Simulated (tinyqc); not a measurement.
Bond unit of a tetrahedral oxide and its oxygen vacancy in tight binding, step by step. Values are carried at full precision from step to step, so a last printed digit may differ when a step is redone from the rounded ones.

Two sp3 hybrids h1, h2 at eh = (es + 3 ep)/4 point at one oxygen with orbitals s, px, py, pz; x joins the two cations, z bisects the angle phi, and th = (180 - phi)/2. With u = hbar^2/(m d^2) = 2c/d^2, c = hbar^2/2m0: Vhs = -(1.32 + sqrt3 x 1.42) u/2 and Vhp = (1.42 + sqrt3 x 2.22) u/2. <h|s> = Vhs for both; <h1|px> = Vhp cos(th), <h2|px> = -Vhp cos(th); <h|pz> = Vhp sin(th) for both; py is a lone pair. The unit holds 8 electrons. Coupling between units, which widens the levels into bands, is left out.

Constants: hbar^2/2m0 = 3.80998211 eV angstrom^2.

Inputs chosen for the exercise (near tabulated values for SiO2; shifted at random, so the results belong to these values and not to a real crystal): es = -14.7 eV (s level of the cation); ep = -7.69 eV (p level of the cation); eos = -33.95 eV (s level of oxygen); eop = -16.88 eV (p level of oxygen); d = 1.62 angstrom (cation-oxygen distance); phi = 164 degrees (bond angle at oxygen); R = 3.19 angstrom (cation-cation distance across the vacancy).

## Level and couplings

Form eh, u, Vhs, Vhp and th.

eh (hybrid level) = -9.4425 eV
u = 2.9035 eV

Vhs, Vhp (eV): [-5.4869, 7.6437]

th = 8.0 degrees

## The matrix

Fill it in.

H (eV), rows h1, h2, s, px, py, pz and columns alike:
```
[[-9.4425, 0, -5.4869, 7.5693, 0, 1.0638],
 [0, -9.4425, -5.4869, -7.5693, 0, 1.0638],
 [-5.4869, -5.4869, -33.9500, 0, 0, 0],
 [7.5693, -7.5693, 0, -16.8800, 0, 0],
 [0, 0, 0, 0, -16.8800, 0],
 [1.0638, 1.0638, 0, 0, 0, -16.8800]]
```

## Levels, weights and charge

Diagonalise; the four lowest levels are filled. The excess of electrons on oxygen is twice the oxygen weight of the filled levels less 6.

levels (eV): [-36.2094, -24.4934, -17.0819, -16.8800, -6.9812, -1.8291]

weights, rows h1, h2, s, px, py, pz; columns level 1, level 2, level 3, level 4, level 5, level 6:
```
[[0.039, 0.168, 0.009, 0.000, 0.452, 0.332],
 [0.039, 0.168, 0.009, 0.000, 0.452, 0.332],
 [0.921, 0.000, 0.004, 0.000, 0.075, 0.000],
 [0.000, 0.664, 0.000, 0.000, 0.000, 0.336],
 [0.000, 0.000, 0.000, 1.000, 0.000, 0.000],
 [0.000, 0.000, 0.979, 0.000, 0.021, 0.000]]
```

highest filled to lowest empty = 9.8988 eV
excess electrons on oxygen = 1.137

The highest filled level is the py orbital of oxygen (100 %) and the lowest empty one is 90 % cation hybrid, even under exchange of the two cations. The spacing is that of an isolated unit and exceeds the gap of the solid.

## The odd block in closed form

The combination (h1 - h2)/sqrt2 couples to px alone, with W2 = sqrt2 Vhp cos(th); W3 = (eh - eop)/2; levels (eh + eop)/2 -/+ sqrt(W2^2 + W3^2); polarity W3/sqrt(W2^2 + W3^2).

W2, W3 (eV): [10.7046, 3.7188]

levels of the odd block (eV): [-24.4934, -1.8291]

polarity = 0.3282

## The neutral oxygen vacancy

Without the oxygen the two hybrids face each other at distance R and couple by -V2, V2 = 3.22 x 2c/R^2, c = hbar^2/2m0: a bond at eh - V2 with two electrons and an antibond at eh + V2. Levels are measured from eop, the lone-pair level that stands for the top of the valence band.

Form V2 and the two levels above eop. R is a chosen distance; in real silica the neutral vacancy relaxes to about 2.5 angstrom.

V2 = 2.4112 eV

levels above eop (eV): bond 5.0263, lone hybrid 7.4375, antibond 9.8487

bond-antibond splitting = 4.8223 eV

The filled bond lies 5.03 eV above the lone pairs, so it can trap a hole; the antibond lies below the lowest empty level of the intact unit (9.90 eV). A lone hybrid, as in a dangling bond, sits at 7.44 eV.

## Checks

- Levels of the odd block against the full matrix: they agree to 1e-10 or better.

Computed by tinyqc, a small Python program: `OMP_NUM_THREADS=1 python tinyqc.py 1480390 1480391 out.jsonl` (the numbers bound the seed that draws the inputs); one thread of a shared host (Intel(R) Xeon(R) Processor @ 2.30GHz), about 0.01 s for the whole set of steps.
